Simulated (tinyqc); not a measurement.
Fermi-Dirac statistics of conduction electrons, step by step. Values are carried at full precision from step to step, so a last printed digit may differ when a step is redone from the rounded ones.

Constants: hbar^2/2m0 = 3.80998211 eV angstrom^2; kB = 8.617333262e-05 eV/K; e^2/(4 pi eps0) = 14.39964547 eV angstrom.

Parameters, chosen for this exercise (near those of GaAs, lowest valleys alone; the results hold for these values, not for the real material): m = 0.0672 m0 (density-of-states mass of the conduction band); T = 400 K; n = 4.2e+18 1/cm^3 (electron density); eps = 12.9 (static dielectric constant); alpha = 0.63 1/eV (non-parabolicity); mh = 0.502 m0 (heavy-hole mass); Eg = 1.375 eV (gap).

## Reduced density

N = 2 (m kB T/(4 pi c))^(3/2) with c = hbar^2/2m0, in 1/angstrom^3; times 1e24 for 1/cm^3; u = n/Nc.

kT = 0.034469 eV
Nc = 6.7303e+17 1/cm^3
u = n/Nc = 6.24044

## Reduced Fermi level by five rules

F_j(eta) = (1/Gamma(j + 1)) integral_0^infinity x^j dx/(1 + exp(x - eta)), which tends to exp(eta) for eta << 0.

With u = n/Nc: Boltzmann eta = ln u; Joyce-Dixon eta = ln u + u/sqrt(8) - 4.95009e-3 u^2 + 1.48386e-4 u^3 - 4.42563e-6 u^4; Nilsson eta = ln u/(1 - u^2) + v/(1 + (0.24 + 1.08 v)^-2) with v = (3 sqrt(pi) u/4)^(2/3); fully degenerate limit eta = v; exact: F_1/2(eta) = u.

Find eta = (EF - Ec)/kT by each rule.

eta: Boltzmann 1.831, Joyce-Dixon 3.874, Nilsson 3.870, degenerate 4.098, exact 3.875

Against the exact value the errors are Boltzmann -2.044, Joyce-Dixon -0.001, Nilsson -0.005, degenerate limit +0.223 (in kT).

## Exact eta by Newton steps

Solve ln F_1/2(eta) = ln u from the Boltzmann value; dF_1/2/d eta = F_-1/2, so the step is -ln(F_1/2/u) F_1/2/F_-1/2. Stop below 1e-9.

Newton steps:
```
step       eta    F_1/2   F_-1/2  step taken
1     1.831051  2.58234  1.39291        1.64
2     3.466858  5.39108  2.01517       0.391
3     3.858263  6.20486  2.14183      0.0166
4     3.874828  6.24038  2.14702    2.73e-05
5     3.874856  6.24044  2.14703    7.38e-11
```

Converged in 5 steps.

## Mean energy, Einstein relation and screening

eta = 3.87486

Mean kinetic energy <E> = (3/2) kT F_3/2/F_1/2; D/mu = (kT/e) F_1/2/F_-1/2; dn/dEF = (Nc/kT) F_-1/2; screening length L = (4 pi (e^2/(4 pi eps0)) (dn/dEF)/eps)^(-1/2), with dn/dEF in 1/(angstrom^3 eV) (1/cm^3 = 1e-24/angstrom^3).

F_-1/2, F_1/2, F_3/2: [2.147, 6.240, 12.46]

<E> = 103.26 meV
D/mu = 100.19 mV
dn/dEF = 4.192e+19 1/(cm^3 eV)
L = 41.24 angstrom

The gas is degenerate. D/mu is 2.907 times kT/e and <E> is 1.997 times (3/2) kT; the Debye formula, with n/kT in place of dn/dEF, would give L = 24.19 angstrom.

## Fermi level in the non-parabolic band

Non-parabolic band E (1 + alpha E) = c k^2/m: n = Nc (2/sqrt(pi)) integral_0^infinity sqrt(x (1 + a x)) (1 + 2 a x) dx/(1 + exp(x - eta)) with a = alpha kT and eta = (EF - Ec)/kT; a = 0 gives n = Nc F_1/2(eta).

Solve for eta at the same n.

a = 0.02172
eta = 3.469
EF - Ec = 119.56 meV

The extra states lower EF by 14.00 meV against the parabolic band.

## Burstein-Moss edge

Vertical transitions from the heavy-hole band reach half-empty states at the k where the conduction energy equals EF: k^2 = E (1 + alpha E) m/c with E = EF - Ec and c = hbar^2/2m0; edge = Eg + E + c k^2/mh. Gap narrowing by many-body effects is left out.

k = 0.04762 1/angstrom
hole energy = 0.0172 eV
edge = 1.5118 eV

The edge moves up by 136.8 meV, of which the valence band supplies 13 %.

## Checks

- Non-parabolic integral at a = 0 against F_1/2(2): both 2.823721.
- F_1/2(40) against the Sommerfeld form (4/(3 sqrt(pi))) eta^(3/2) (1 + pi^2/(8 eta^2)): both 190.45.

(tinyqc, `OMP_NUM_THREADS=1 python tinyqc.py 1682246 1682247 out.jsonl`, Intel(R) Xeon(R) Processor @ 2.30GHz, 1 thread, shared host, about 0.01 s.)
